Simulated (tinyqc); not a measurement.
Double-gate transistor, scale length and short-channel effects: one step of the calculation.

A body of thickness ts between two insulators of thickness ti and two tied gates. Below threshold the potential that source and drain add obeys Laplace's equation and vanishes on the gate. Its lowest mode decays along the channel as exp(-k y); k is the smallest positive root of the matching condition at the interface, and the scale length is Lambda = pi/k.

Question. Decay constant by Newton steps. f(k) = ei cos(k ti) cos(k ts/2) - eps_r sin(k ti) sin(k ts/2); f' by a central difference with +/- 1e-5 1/nm; k(new) = k - f/f'.

Parameters, values chosen for the exercise; permittivities: semiconductor close to that of silicon, insulator close to that of hafnium oxide:

| symbol | value | unit | meaning |
|---|---|---|---|
| eps_r | 11.6 |  | relative permittivity of the semiconductor |
| ei | 22.8 |  | relative permittivity of the insulator |
| ti | 10 | nm | insulator thickness |
| ts | 14.4 | nm | body thickness |

k at the start = 0.0975 1/nm

Give: f; f'; k after iteration 1.

Answer.

f = 3.5693
f' = -298.40 nm
k after iteration 1 = 0.10946 1/nm

Computed by the program tinyqc: `OMP_NUM_THREADS=1 python tinyqc.py 2420135 2420136 out.jsonl`, one thread of a shared Intel Xeon 2.30GHz, about 0.01 s for the whole run.
